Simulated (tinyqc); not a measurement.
Line shape against size: Raman line shape of confined optical phonons and breathing modes of small crystals. Computed by tinyqc, a small Python program. Command: `OMP_NUM_THREADS=1 python tinyqc.py 3021584 3021585 out.jsonl confine walk`. One thread of a shared host (Intel(R) Xeon(R) Processor @ 2.30GHz), about 0.02 s of CPU time with the checks.

Confinement in 3 direction(s) lets phonons with q away from zero scatter light. q is in units of 2 pi/a, from 0 to 1, and the branch is isotropic: omega(q)^2 = (omega_0^2 + omega_X^2)/2 + ((omega_0^2 - omega_X^2)/2) cos(pi q). The model and its constant beta are phenomenological; beta = 8 is the common choice.

Inputs (values chosen for the exercise, modelled on germanium):
```
quantity,value,unit
bulk frequency omega_0,300.7,1/cm
frequency at the zone boundary omega_X,236,1/cm
natural width Gamma_0,3.2,1/cm
lattice constant a,5.658,angstrom
size L,4.1,nm
confinement constant beta,4,-
```

Shape: sphere.

Method:
- Weight W(q) = q^2 exp(-(2 L q/a)^2/(2 beta)) dq, that is exp(-k^2 L^2/(2 beta pi^2)) for k = 2 pi q/a.
- Width q_c = a sqrt(2 beta)/(2 L), where the exponential falls to 1/e; curvature of the branch: omega(q) = omega_0 - c q^2, c = pi^2 (omega_0^2 - omega_X^2)/(8 omega_0); for small q_c the mean of q^2 is (number of confined directions) q_c^2/2, and the mean shift is -c times that.
- I(omega) = int W(q) / [(omega - omega(q))^2 + (Gamma_0/2)^2] dq / int W dq x (Gamma_0/2)^2, by 400 Gauss-Legendre points on 0 < q < min(1, 2.5 a sqrt(2 beta)/L).
- The peak is the maximum of I; the width is taken between the half-maximum points, and the asymmetry is the low-side half-width over the high-side one.

mean shift, quadratic estimate = -8.13939 1/cm

Line shape:
```
L (nm),peak shift (1/cm),full width (1/cm),asymmetry,"mean shift, quadratic estimate (1/cm)"
3,-6.6325,20.31,2.3449,-15.203
3.6,-4.8394,14.862,2.2286,-10.557
4.4,-3.4978,10.809,2.0426,-7.0673
5.5,-2.4864,7.8783,1.8018,-4.5231
7,-1.7416,5.9037,1.5471,-2.7923
10,-1.0256,4.3158,1.2526,-1.3682
15,-0.5356,3.5423,1.0716,-0.60810
25,-0.21268,3.2563,1.0071,-0.21892
```

What follows from these numbers?

The peak shift falls with exponent -1.73 at the small end and -1.81 at the large end. For still larger L it tends to the mean shift, which goes as 1/L^2; the ratio is 0.44 in the first row and 0.97 in the last. The width exceeds Gamma_0 by over 10 % for L up to 15 nm. In a sphere the factor q^2 removes the weight at q = 0, so the peak itself moves strongly.

Extremes, crossings and ranges named in words are read from the listed rows.
